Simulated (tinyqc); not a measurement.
Self-heating of a transistor with one or more fingers, with temperature-dependent conductivity. Inputs raised by 10 %, one at a time. Computed by tinyqc, a small Python program. Command: `OMP_NUM_THREADS=1 python tinyqc.py 3022111 3022112 out.jsonl selfheat sens`. One thread of a shared host (Intel(R) Xeon(R) Processor @ 2.30GHz), about 0.2 s of CPU time with the checks.

N long parallel fingers lie on the top face of a slab whose bottom is held at T_0; the top is otherwise insulated, and heat flows in two dimensions. P in W/mm is 1000 P in W/m.

Inputs (values chosen for the exercise, modelled on gallium oxide):

| quantity | value | unit |
|---|---|---|
| conductivity at the base temperature kappa_0 | 22.3 | W/(m K) |
| exponent m in kappa ~ T^-m | 1.16 | - |
| base temperature T_0 | 300 | K |
| power per gate width P | 0.15 | W/mm |
| fingers N | 2 | - |
| finger pitch s | 44 | micrometre |
| width of the heat source w | 0.73 | micrometre |
| substrate thickness t | 64 | micrometre |
| phonon free path Lambda | 30 | nm |
| power coefficient beta | 0.77 | 1e-3/K |

Power: power rises with temperature.

Method:
- A line source of power P on the top face raises the top at distance x by (P/(pi kappa_0)) g(x), g(x) = -ln tanh(pi x/(4 t)) (the image sum for the slab). On a strip of width w the centre sees the mean of g over the strip, g_0 = 1 + ln(8 t/(pi w)) for w much below t.
- theta_i = (P/(pi kappa_0)) [g_0 + sum over j != i of g(|i - j| s)], with equal powers and constant conductivity; thermal resistance = largest theta/P.
- Kirchhoff transformation for kappa = kappa_0 (T/T_0)^-m: T = T_0 [1 - (m - 1) theta/T_0]^(-1/(m - 1)), where theta is the linear rise.
- The bracket vanishes at the power P T_0/((m - 1) theta).
- Near a source smaller than the free path, Fourier's law overstates the flow. Rough estimate: a strip that emits phonons into a half space adds a resistance times area of 4 Lambda/(3 kappa_0), from the ballistic flux C v Delta T/4 with kappa_0 = C v Lambda/3, so Delta T_b = 4 Lambda P/(3 kappa_0 w); Knudsen number Lambda/w.
- The power follows P [1 + beta (T - T_0)] with T the peak temperature, for all fingers alike. Start at T_0 and repeat; stop when T changes by less than 1e-6 K, after 50 steps, or when the bracket falls below 0.05.

Runs:

| input moved | from | to | thermal resistance (K mm/W) | peak temperature with feedback (K) | ballistic rise Delta T_b (K) | true rise / linear rise |
|---|---|---|---|---|---|---|
| base run | - | - | 101.57 | 315.89 | 0.36857 | 1.0301 |
| conductivity at the base temperature kappa_0 (W/(m K)) | 22.3 | 24.53 | 92.33 | 314.39 | 0.33507 | 1.0273 |
| power per gate width P (W/mm) | 0.15 | 0.165 | 101.57 | 317.56 | 0.40543 | 1.0332 |
| finger pitch s (micrometre) | 44 | 48.4 | 100.46 | 315.71 | 0.36857 | 1.0298 |
| width of the heat source w (micrometre) | 0.73 | 0.803 | 100.21 | 315.67 | 0.33507 | 1.0297 |
| substrate thickness t (micrometre) | 64 | 70.4 | 104.08 | 316.30 | 0.36857 | 1.0309 |
| phonon free path Lambda (nm) | 30 | 33 | 101.57 | 315.89 | 0.40543 | 1.0301 |
| power coefficient beta (1e-3/K) | 0.77 | 0.847 | 101.57 | 315.91 | 0.36857 | 1.0301 |

Exponents ln(y'/y) / ln(x'/x):

| input | thermal resistance | peak temperature with feedback | ballistic rise Delta T_b | true rise / linear rise |
|---|---|---|---|---|
| conductivity at the base temperature kappa_0 | -1.000 | -0.050 | -1 | -0.029 |
| power per gate width P | 0.000 | 0.055 | 1 | 0.031 |
| finger pitch s | -0.115 | -0.006 | 0 | -0.003 |
| width of the heat source w | -0.141 | -0.007 | -1 | -0.004 |
| substrate thickness t | 0.256 | 0.014 | 0 | 0.008 |
| phonon free path Lambda | 0.000 | 0.000 | 1 | 0.000 |
| power coefficient beta | 0.000 | 0.001 | 0 | 0.000 |

To which inputs is each result most sensitive?

Among the inputs moved here: thermal resistance answers most in size to conductivity at the base temperature kappa_0 (exponent -1.000), next to substrate thickness t (+0.256); its exponent is below 0.0005 for power per gate width P, phonon free path Lambda, power coefficient beta. Its exponent -1.000 in conductivity at the base temperature kappa_0: the linear problem scales as 1/kappa_0. Its exponent 0.000 in power per gate width P: R is defined for the linear problem. Peak temperature with feedback answers most in size to power per gate width P (exponent +0.055), next to conductivity at the base temperature kappa_0 (-0.050); its exponent is below 0.0005 for phonon free path Lambda. Ballistic rise Delta T_b answers most in size to conductivity at the base temperature kappa_0 (exponent -1.000), and about equally to power per gate width P (+1.000), width of the heat source w (-1.000), phonon free path Lambda (+1.000); its exponent is below 0.0005 for finger pitch s, substrate thickness t, power coefficient beta. Its exponent -1.000 in width of the heat source w: the ballistic term goes as the flux P/w. True rise / linear rise answers most in size to power per gate width P (exponent +0.031), next to conductivity at the base temperature kappa_0 (-0.029); its exponent is below 0.0005 for phonon free path Lambda, power coefficient beta.
